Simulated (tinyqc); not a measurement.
Valley splitting in a one-orbital chain of atomic planes (second-neighbour model): sweeps and comparisons. A value that a table varies takes the place of the one given here.

Each (001) plane carries one orbital with energy e0, hopping v to the next plane and u to the second: E(phi) = e0 + 2 v cos(phi) + 2 u cos(2 phi), where phi = pi - k a/4 (the sign of every second orbital is chosen so that v > 0, which shifts the phase by pi). The minimum lies at cos(phi0) = -v/(4u), phi0 = pi - (pi/2) k0 for a valley at k0 (2 pi/a), and e0 puts it at zero. A slab of N planes has hard walls: the matrix simply ends.

A well of Nw planes between barriers of 40 planes each (as of a SiGe alloy, taken as an offset alone). With x = j - 39.5 for plane j = 0, 1, ..., the potential is V0 (f(x) + f(Nw - x)) + F (j - 40) a/4, f(y) = 1/(1 + exp(y/L)), a step for L = 0; L is in planes, 4 L is about the distance over which f goes from 0.88 to 0.12, and 1 MV/m = 1e-4 V/angstrom.

Constants: hbar^2/2m0 = 3.80998211 eV angstrom^2.

Inputs chosen for the exercise (near those of the Delta valleys of silicon; abrupt walls in this chain split the valleys several times more than measured wells; shifted at random, so the results belong to these values and not to a real crystal):
- a = 5.43 angstrom (lattice constant; planes lie a/4 apart)
- ml = 0.91 m0 (longitudinal mass)
- N0 = 58 (first number of planes)
- Nf = 80 (planes in the thick slab)
- V0 = 0.18 eV (barrier height)
- F = 10 MV/m (field)
- Nw = 41 (planes in the well)
- k0 = 0.828 2 pi/a (position of the valley)

## Splitting against the number of planes

u = 0.611557 eV
v = 0.652903 eV
e0 = 1.397375 eV
phi0 = 1.840973 rad

Ten slabs from N0 on, of thickness (N - 1) a/4 between the outer planes. Effective mass: E1 = (c/ml)(pi/W)^2 with W = (N + 2) a/4: the amplitude vanishes on two missing planes at each end, and the envelope has its nodes N + 2 spacings apart. Large-N estimate of the splitting: 16 pi^2 u |sin(phi0) sin((N + 2) phi0)|/(N + 2)^3.

Doublet (meV):

| N | thickness (angstrom) | mean level | effective mass | splitting | estimate |
|---|---|---|---|---|---|
| 58 | 77.38 | 6.22 | 6.23 | 0.216 | 0.208 |
| 59 | 78.73 | 6.02 | 6.03 | 0.286 | 0.294 |
| 60 | 80.09 | 5.83 | 5.83 | 0.341 | 0.337 |
| 61 | 81.45 | 5.64 | 5.65 | 0.087 | 0.095 |
| 62 | 82.81 | 5.47 | 5.47 | 0.354 | 0.355 |
| 63 | 84.17 | 5.30 | 5.31 | 0.101 | 0.095 |
| 64 | 85.52 | 5.15 | 5.15 | 0.271 | 0.275 |
| 65 | 86.88 | 4.99 | 5.00 | 0.231 | 0.227 |
| 66 | 88.24 | 4.85 | 4.85 | 0.130 | 0.136 |
| 67 | 89.59 | 4.71 | 4.71 | 0.278 | 0.277 |

The mean level falls smoothly, from 6.2 to 4.7 meV, within 0.1 % of the effective-mass value. The splitting swings between 0.087 (N = 61) and 0.354 meV (N = 62): one plane more or less changes the phase between the two walls by phi0 = 1.841 rad. The estimate misses the computed values by at most 0.008 meV.

## Splitting against the electric field

A thick slab in a field F: plane j = 0, 1, ... gains the energy F j a/4 (1 MV/m = 1e-4 V/angstrom), which presses the electron against the first wall. The exponent is the slope of ln(splitting) against ln F between 20 and 50 MV/m.

Doublet:

| F (MV/m) | mean level (meV) | splitting (meV) | splitting/F (meV per MV/m) |
|---|---|---|---|
| 1 | 8.30 | 0.1434 | 0.1434 |
| 2 | 12.56 | 0.2825 | 0.1413 |
| 5 | 22.70 | 0.7047 | 0.1409 |
| 10 | 35.60 | 1.4098 | 0.1410 |
| 20 | 55.62 | 2.8211 | 0.1411 |
| 30 | 72.05 | 4.2336 | 0.1411 |
| 50 | 99.57 | 7.0616 | 0.1412 |

exponent = 1.00

The splitting goes from 0.1434 to 7.0616 meV. At high field it grows as F^1.00: at a single hard wall it follows the squared slope of the envelope, which is proportional to F, while the level itself grows about as F^(2/3) (here F^0.64). A hard wall is the sharpest interface possible; real Si interfaces split several times less.

## Sharp and graded interfaces

The lowest doublet for several interface widths L.

Doublet:

| L (planes) | 4 L (angstrom) | mean level (meV) | splitting (micro-eV) |
|---|---|---|---|
| 0.00 | 0.00 | 32.00 | 1415.76 |
| 0.25 | 1.36 | 32.16 | 760.52 |
| 0.50 | 2.71 | 32.42 | 157.04 |
| 0.75 | 4.07 | 32.74 | 30.36 |
| 1.00 | 5.43 | 33.16 | 5.59 |
| 1.50 | 8.14 | 34.23 | 0.16 |
| 2.00 | 10.86 | 35.58 | 0.00 |

The mean level moves by +3.6 meV over the table, while the splitting falls from 1415.8 micro-eV at a step to 5.59 at L = 1 plane, a factor 253. Coupling the valleys needs the Fourier component of the potential at twice the valley wave vector, a period of a few planes, and grading removes it. Random alloy disorder, left out here, sets the splitting once this part is gone.

## What each parameter does

Step interfaces (L = 0). u, v, e0 follow from 8 u sin^2(phi0) = (2c/ml)/(a/4)^2, v = -4u cos(phi0), e0 = 2u + v^2/(4u), c = hbar^2/2m0. Each row changes one parameter from the base and keeps the others.

Results:

| case | mean level (meV) | splitting (micro-eV) |
|---|---|---|
| base | 32.00 | 1415.8 |
| k0 = 0.838 2 pi/a | 32.01 | 1420.7 |
| ml = 1.001 m0 | 30.99 | 1414.7 |
| V0 = 0.27 eV | 33.00 | 1419.9 |
| F = 20 MV/m | 47.77 | 2820.6 |
| Nw = 42 | 31.96 | 1474.6 |

The largest shifts from the base row, up to three for each result and ties (the steps differ in size, so this ranks the rows, not the parameters). mean level (meV): F +15.77, ml -1.01, V0 +1.00. splitting (micro-eV): F +1404.9, Nw +58.8, k0 +4.9.

Program tinyqc; command `OMP_NUM_THREADS=1 python tinyqc.py 1450149 1450150 out.jsonl`; about 0.01 s on one thread of a shared Intel(R) Xeon(R) Processor @ 2.30GHz.
